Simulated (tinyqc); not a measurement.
Hueckel theory of the pi electrons, for the molecule BC=C1C=N1 (SMILES; centres numbered as the heavy atoms are written), step by step. One step of it, computed by the program tinyqc.

Task: Orbitals. Diagonalise; E = alpha + x beta with beta < 0, so the largest x are filled first; degenerate levels share their electrons. P = sum n_i c_ri c_si; each orbital has its largest coefficient positive (the first on a tie).

Hueckel matrix in units of beta (H = alpha + beta A), order 1B, 2C, 3C, 4C, 5N:
```
[[-0.930000, 0.780000, 0.000000, 0.000000, 0.000000],
 [0.780000, 0.000000, 1.000000, 0.000000, 0.000000],
 [0.000000, 1.000000, 0.000000, 1.000000, 0.980000],
 [0.000000, 0.000000, 1.000000, 0.000000, 0.980000],
 [0.000000, 0.000000, 0.980000, 0.980000, 0.450000]]
```

pi electrons, sum of z_r less the charge = 4

Give: x values; occupations; coefficients; charge and bond-order matrix P.

Result:

x values: [2.2961, 0.6428, -0.7252, -0.9683, -1.7254]

occupations: [2.0000, 2.0000, 0.0000, 0.0000, 0.0000]

coefficients, order 1B, 2C, 3C, 4C, 5N:
```
[[0.0669, 0.3828, 0.2942, 0.6739, -0.5553],
 [0.2766, 0.7719, 0.0773, -0.0331, 0.5663],
 [0.5830, 0.1975, -0.2855, -0.4936, -0.5439],
 [0.4991, -0.2723, -0.5666, 0.5475, 0.2366],
 [0.5744, -0.3802, 0.7106, -0.0372, 0.1384]]
```

charge and bond-order matrix P, order 1B, 2C, 3C, 4C, 5N:
```
[[0.3020, 0.6279, 0.2292, -0.1417, -0.2142],
 [0.6279, 1.3446, 0.6275, -0.1442, -0.2691],
 [0.2292, 0.6275, 0.7579, 0.4744, 0.5196],
 [-0.1417, -0.1442, 0.4744, 0.6465, 0.7805],
 [-0.2142, -0.2691, 0.5196, 0.7805, 0.9490]]
```
